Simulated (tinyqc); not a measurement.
Spin coating of a resist or spin-on film: centrifugal thinning, evaporation and the final thickness (Emslie and Meyerhofer models): one step, computed by the program tinyqc. Command: `OMP_NUM_THREADS=1 python tinyqc.py 3111068 3111069 out.jsonl spincoat walk`. One thread of a shared host (Intel(R) Xeon(R) Processor @ 2.30GHz), about 0.2 s of CPU time with the checks.

A Newtonian film stays uniform over the wafer; solvent and solids have the same density and the concentration is uniform through the thickness.

Question. Rates. omega = 2 pi f/60; nu(c) = nu_s + k c^gamma; evaporation rate e = e0 sqrt(f/1000 rpm). Flow constant K = 2 omega^2/(3 nu(c0)); Reynolds number of the air omega R^2/nu_air with nu_air = 15 mm^2/s.

Inputs (values chosen for the exercise, of the order of those of a polymer resist in an ester solvent):

| quantity | value | unit |
|---|---|---|
| solids volume fraction c0 | 0.026 | - |
| kinematic viscosity of the solvent nu_s | 1.3 | mm^2/s |
| viscosity constant k | 830 | mm^2/s |
| viscosity exponent gamma | 2.2 | - |
| spin speed f | 2500 | rpm |
| evaporation rate at 1000 rpm e0 | 0.49 | micrometre/s |
| wafer radius R | 50 | mm |

Give: omega; nu(c0); evaporation rate e; flow constant K; Reynolds number of the air.

Answer.

omega = 261.80 1/s

nu(c0) = 1.5704 mm^2/s

evaporation rate e = 0.77476 micrometre/s

flow constant K = 0.029096 1/(micrometre^2 s)

Reynolds number of the air = 43633
